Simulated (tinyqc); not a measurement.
Worked calculation: Rayleigh-quotient iteration on a symmetric matrix. Computed by tinyqc, a small Python program that keeps every step. Settings: method = rayleigh, shift = 0.57. Command: `OMP_NUM_THREADS=1 python tinyqc.py 25274 25275 out.jsonl` (the two numbers bound the seeds that draw the settings). One thread of a shared host (Intel(R) Xeon(R) Processor @ 2.60GHz), about 0.01 s of CPU time with the checks.

## Step 1

A, lower triangle:
```
           1          2          3          4          5         6
1   1.557000
2  -0.120000   1.612000
3  -0.534000   0.077000   2.788000
4  -0.010000  -0.290000   0.257000   2.810000
5  -0.145000  -0.242000  -0.546000   0.311000   3.054000
6  -0.033000   0.325000   0.720000  -0.051000  -0.563000  3.400000
```

vector v at the start: 0.408248  0.408248  0.408248  0.408248  0.408248  0.408248

shift = 0.570000

solve (A - shift) w = v; v' = w/|w| with its largest component positive (the first on a tie); lambda = v'^T A v'; the next shift is lambda.

vector after step 1: 0.691207  0.515112  0.360647  0.154893  0.315656  0.056531

Rayleigh quotient after step 1 = 1.362884

## Step 2

As before.

vector after step 2: 0.852114  0.205901  0.418148  -0.087287  0.184701  -0.122169

Rayleigh quotient after step 2 = 1.229320

## Step 3

As before.

vector after step 3: 0.810635  0.373880  0.385963  -0.030946  0.196353  -0.120847

Rayleigh quotient after step 3 = 1.218345

## Course of the iteration

Stop when the residual |A v - lambda v| is below 1e-9.

Steps:
```
step      lambda  residual
1     1.36288380  4.81e-01
2     1.22931971  7.07e-02
3     1.21834520  2.06e-03
4     1.21833201  8.51e-08
5     1.21833201  1.47e-16
```

all eigenvalues, for comparison: 1.218332  1.533727  2.319854  2.583219  3.144237  4.421631

Converged in 5 steps.
